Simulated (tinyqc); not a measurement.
Lorentz oscillators and the Kramers-Kronig relations: one step. The f-sum on the grid. Three cases, with inputs chosen for the exercise.

Task: W(E_M) = (2/pi) h sum_j E_j eps2_j, with half weight on the last point; the full integral equals sum S_j = (hbar omega_p)^2, and the electron density follows from (hbar omega_p)^2 = 8 pi c (e^2/(4 pi eps0)) N with c = hbar^2/2m0.

Constants: hbar^2/2m0 = 3.80998211 eV angstrom^2; e^2/(4 pi eps0) = 14.39964547 eV angstrom.

Give: W(E_M); sum S; share reached on this grid (a step near the line widths can inflate it); hbar omega_p; N.

Case 1.

Values chosen: h = 0.5 eV (grid step); M = 36 (grid points E_j = j h); S = (22.2) eV^2 (strengths).

eps2(E_j), j = 1 .. M: 0.069969  0.169267  0.364765  0.925289  4.041192  14.450586  1.930264  0.617172  0.291866  0.166715  0.106323  0.072886  0.052582  0.039408  0.030423  0.024050  0.019386  0.015882  0.013194  0.011092  0.009422  0.008077  0.006981  0.006078  0.005326  0.004695  0.004161  0.003706  0.003316  0.002979  0.002687  0.002432  0.002209  0.002012  0.001838  0.001684

Result:

W(E_M) = 22.57 eV^2
sum S = 22.20 eV^2
share reached on this grid (a step near the line widths can inflate it) = 1.017
hbar omega_p = 4.712 eV
N = 1.61e+22 1/cm^3

Case 2.

Values chosen (out of a larger set: line positions loosely like those of GaN; Lorentz tails absorb below the gap, where the real solid is clear; not measured data): h = 1 eV (grid step); M = 36 (grid points E_j = j h); S = (9.9, 66.1, 109.6) eV^2 (strengths).

eps2(E_j), j = 1 .. M: 0.104172  0.250506  0.564596  1.710470  1.732323  2.241131  7.802769  5.821027  5.985738  3.494437  1.554287  0.809164  0.484154  0.318395  0.223527  0.164521  0.125481  0.098400  0.078901  0.064431  0.053425  0.044876  0.038119  0.032694  0.028282  0.024652  0.021633  0.019100  0.016956  0.015129  0.013561  0.012206  0.011029  0.010002  0.009100  0.008305

Result:

W(E_M) = 178.67 eV^2
sum S = 185.60 eV^2
share reached on this grid (a step near the line widths can inflate it) = 0.963
hbar omega_p = 13.624 eV
N = 1.35e+23 1/cm^3

Case 3.

Values chosen: h = 0.25 eV (grid step); M = 36 (grid points E_j = j h); S = (94.8, 45.3) eV^2 (strengths).

eps2(E_j), j = 1 .. M: 0.044368  0.090006  0.138278  0.190752  0.249344  0.316509  0.395540  0.491034  0.609650  0.761441  0.962244  1.238290  1.635648  2.241114  3.232628  5.012091  8.566778  16.079382  26.398318  22.361728  12.874588  8.352452  6.753672  6.361537  6.089310  5.315394  4.200033  3.163727  2.373136  1.808933  1.409579  1.122753  0.912193  0.754047  0.632685  0.537724

Result:

W(E_M) = 125.72 eV^2
sum S = 140.10 eV^2
share reached on this grid (a step near the line widths can inflate it) = 0.897
hbar omega_p = 11.836 eV
N = 1.02e+23 1/cm^3

Computed by tinyqc, one run a case: `OMP_NUM_THREADS=1 python tinyqc.py N N+1 out.jsonl` with N = 1651023, 1651334, 1651407; one thread of a shared Intel(R) Xeon(R) Processor @ 2.30GHz, about 0.2 s a run at most.
